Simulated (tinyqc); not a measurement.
# Off-state leakage of single and stacked transistors: what changes with what

n-channel devices of unit width. Subthreshold current I(Vg, Vs, Vd) = I0 (T/300 K)^0.5 exp[(Vg - Vs - VT(T) - gb (Vs - Vb) + dd (Vd - Vs))/(nf Vt)] (1 - exp(-(Vd - Vs)/Vt)), VT(T) = VT - cT (T - 300 K). Gate-edge tunnelling Ig (Vd/1 V) exp(ag (Vd - 1 V)), for a gate at 0 V, and band-to-band leakage Ab u exp(-Bb/u), u = Vd - Vb + 1 V, flow at a drain held at V; both are taken as independent of T. In a stack of off transistors (all gates at 0 V) the same subthreshold current passes through each.

Parameters, values chosen for the exercise; values of the order met in bulk silicon logic transistors:
- T = 300 K (temperature)
- V = 1.1 V (supply voltage)
- VT = 0.5 V (threshold at 300 K, zero drain and body bias)
- cT = 0.8 mV/K (fall of the threshold with temperature)
- I0 = 0.54 uA/um (current at threshold at 300 K)
- nf = 1.28 (slope factor)
- dd = 0.08 (drain-induced lowering per volt)
- gb = 0.1 (rise of the threshold per volt of source-body bias)
- Ig = 0.0002 uA/um (gate-edge tunnelling current at 1 V)
- ag = 5.7 1/V (exponential slope of the gate current)
- Ab = 2 uA/(um V) (prefactor of band-to-band leakage at the drain)
- Bb = 18 V (its exponential voltage)
- Vb = 0 V (body voltage)

Constants: q = 1.602176634e-19 C, kB = 1.380649e-23 J/K, Vt = kB T/q. Results are converted to the units shown.

Each table varies one quantity; the others keep the values above.

## Subthreshold current against the height of the stack

All n gates at 0 V, bottom source at 0 V, top drain at V; node voltages follow from equal currents.

Subthreshold current against the height of the stack:
columns A: n; B: I (nA/um); C: reduction factor; D: drain voltage of the bottom device (mV); E: source voltage of the top device (mV); F: voltage across the top device (V)
```
A         B      C      D      E       F
1  0.002114  1.000   1100      0   1.100
2  1.649e-4  12.82  71.55  71.55   1.028
3  8.398e-5  25.17  20.11  90.46   1.010
4  5.635e-5  37.52  11.94  101.6  0.9984
5  4.241e-5  49.84  8.521  109.6  0.9904
6  3.401e-5  62.17  6.629  115.8  0.9842
```

The second transistor cuts the current by a factor of 12.8, the third by a further 1.96 and the sixth by 1.25. The top device keeps 89.5 % of the supply at n = 6, while the drain voltage of the bottom one falls to 0.256 Vt.

## Leakage components against the body voltage

Same model as above.

One transistor with Vg = Vs = 0, Vd = V; stack factor I(one)/I(two in series).

The same in every row: gate edge (nA/um) = 0.38902; stack factor = 12.824.

Leakage components against the body voltage:
```
Vb (V)  subthreshold (nA/um)  band-to-band (nA/um)  total (nA/um)  largest part
0.2                0.0038692               0.29202        0.68491     gate edge
0                  0.0021141               0.79566         1.1868  band-to-band
-0.2               0.0011552                1.8362         2.2264  band-to-band
-0.4               6.3118e-4                3.7329         4.1226  band-to-band
-0.6               3.4488e-4                6.8722         7.2616  band-to-band
-0.8               1.8844e-4                11.690         12.079  band-to-band
-1                 1.0296e-4                18.650         19.039  band-to-band
-1.2               5.6260e-5                28.227         28.616  band-to-band
-1.4               3.0741e-5                40.887         41.276  band-to-band
```

As Vb goes from 0.2 to -1.4, the total leakage rises from 0.685 to 41.3 nA/um. The gate edge part leads at Vb = 0.2, the band-to-band part from 0 on. The reduction by a stack of two stays at 12.8, for the subthreshold part alone. For Vb = 0.2 the body is forward biased; the junction current, left out, is still small at this voltage.

tinyqc, about 0.04 s, one thread, Intel Xeon 2.30GHz (shared host): `OMP_NUM_THREADS=1 python tinyqc.py 2242063 2242064 out.jsonl`
